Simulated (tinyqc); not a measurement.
Bandgap voltage reference from two bipolar transistors: one step of the calculation.

Two transistors of area 1 and N carry the same current I. Is(T) = Is (T/T0)^eta exp[(Vg0 q/kB)(1/T0 - 1/T)], VBE1 = Vt ln(I/Is(T)) + I rb, VBE2 = Vt ln(I/(N Is(T))) + I rb/N. The amplifier forces I R1(T) = VBE1 - VBE2 + Vos, with R(T) = R (1 + tc (T - T0)) for both resistors, and the output is Vref = VBE1 + I R2(T). Base currents and the Early effect are neglected.

Task. Operating point at the reference temperature. Vt = kB T/q; I = (Vt ln N + Vos)/(R1(T) - rb (1 - 1/N)). Evaluate at T = T0.

Inputs (values chosen for the exercise); values of the order met in silicon bipolar transistors: reference temperature T0 = 323 K; band-gap voltage extrapolated to 0 K Vg0 = 1.208 V; temperature exponent of the saturation current eta = 3.8; saturation current of the unit transistor at T0 Is = 4.1e-18 A; area ratio of the second transistor N = 4; resistor across which the difference of VBE falls, at T0 R1 = 22 kohm; temperature coefficient of both resistors tc = 0 ppm/K; offset of the amplifier Vos = 1.1 mV; series resistance of the unit transistor rb = 88 ohm; output resistor at T0 R2 = 325.5 kohm.

Constants: q = 1.602176634e-19 C, kB = 1.380649e-23 J/K. Results are converted to the units shown.

Wanted: Vt; I; Is(T); VBE1; I R2; Vref.

Result.

Vt = 0.02783 V
I = 1.809 uA
Is(T) = 4.100e-18 A
VBE1 = 0.7465 V
I R2 = 0.5889 V
Vref = 1.335 V

tinyqc, about 0.02 s, one thread, Intel Xeon 2.30GHz (shared host): `OMP_NUM_THREADS=1 python tinyqc.py 2062031 2062032 out.jsonl`
